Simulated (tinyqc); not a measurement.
# Changing the source length l

Model: straight dislocations in isotropic elasticity: fields, energies, partials, Peierls stress and walls. Computed by tinyqc, a small Python program. Command: `OMP_NUM_THREADS=1 python tinyqc.py 3013130 3013131 out.jsonl disloc sweep`. One thread of a shared host (Intel(R) Xeon(R) Processor @ 2.30GHz), about 0.01 s of CPU time with the checks.

The line runs along z, the glide plane is y = 0, and beta is the angle between b and the line (0 screw, 90 degrees edge): b_e = b sin(beta) along +x with the extra half plane at y > 0, b_s = b cos(beta). Stress is positive in tension.

Inputs (values chosen for the exercise, modelled on gold):
```
quantity,value,unit
shear modulus G,27.4,GPa
Poisson ratio nu,0.418,-
Burgers vector b,2.884,angstrom
dislocation density rho,1.3e+12,1/m^2
core radius r0/b,2,-
```

Method. Frank-Read source, averaged over the loop: tau = G b/(2 pi l) [(1 - nu/2)/(1 - nu)] ln(l/r0). Taylor hardening: tau = 0.3 G b sqrt(rho).

One run for each value:
```
source length l (nm),Frank-Read stress (MPa),Taylor stress (MPa)
10,487.64,2.7030
24,265.53,2.7030
56,139.66,2.7030
130,71.24,2.7030
320,33.75,2.7030
750,16.34,2.7030
1800,7.64,2.7030
4200,3.62,2.7030
10000,1.67,2.7030
```

What does the table show, and why?

Over the rows, Frank-Read stress (MPa) falls from 488 to 1.67 (exponent d ln y / d ln x -0.69 between the first rows and -0.89 between the last); Taylor stress (MPa) does not change. The source stress falls as ln(l)/l; a source works only if it also overcomes the forest stress.

Caution (rows 1800, 4200, 10000): the source is longer than the mean dislocation spacing 1/sqrt(rho), so the forest would pin it into shorter segments and its stress is only formal.
